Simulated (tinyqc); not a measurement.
Bias-temperature instability, empirical power law with universal recovery: lifetime against voltage.

Threshold-voltage shift at the end of a stress: dV = A (V/V0)^g exp[-(Ea q/kB)(1/T - 1/T0)] (t/1 s)^n. After a delay tr the permanent share pp stays and the rest falls by r = 1/(1 + B (tr/t)^be). An empirical model: its parameters are fits, not properties.

The lifetime solves dV = dc; ten years are 3.15576e8 s.

Inputs (values chosen for the exercise): reference stress voltage V0 = 1.8 V; reference temperature T0 = 373 K; shift after 1 s at V0 and T0 A = 4.7 mV; time exponent n = 0.14; voltage exponent g = 5.6; apparent activation energy of the shift Ea = 0.12 eV; use temperature T = 358 K; failure criterion dc = 30 mV.

Constants: q = 1.602176634e-19 C, kB = 1.380649e-23 J/K. Results are converted to the units shown.

Result of one run:

| V (V) | shift after ten years (mV) | lifetime (years) |
|---|---|---|
| 0.94 | 1.637 | 1.052e10 |

What becomes of these results when the use voltage V is changed from 0.94 to 1.8 V, all else the same?

Result of the changed run:

| V (V) | shift after ten years (mV) | lifetime (years) |
|---|---|---|
| 1.8 | 62.24 | 0.05449 |

The whole series:

| V (V) | shift after ten years (mV) | lifetime (years) |
|---|---|---|
| 0.6 | 0.1325 | 6.625e17 |
| 0.77 | 0.5356 | 3.073e13 |
| 0.94 | 1.637 | 1.052e10 |
| 1.11 | 4.153 | 1.362e7 |
| 1.29 | 9.634 | 3.339e4 |
| 1.46 | 19.27 | 236.1 |
| 1.63 | 35.71 | 2.882 |
| 1.8 | 62.24 | 0.05449 |

The shift goes as V^5.6 and the lifetime as V^(-40.0): 5 % more voltage adds 31.4 % to the shift and divides the lifetime by 7.04. 6 of the 8 rows pass ten years. For V = 0.6, 0.77, 0.94, 1.11, 1.29 the lifetime is a formal extrapolation far beyond any test.

Program tinyqc, `OMP_NUM_THREADS=1 python tinyqc.py 2070022 2070023 out.jsonl`; Intel Xeon 2.30GHz, shared host, one thread, about 0.01 s.
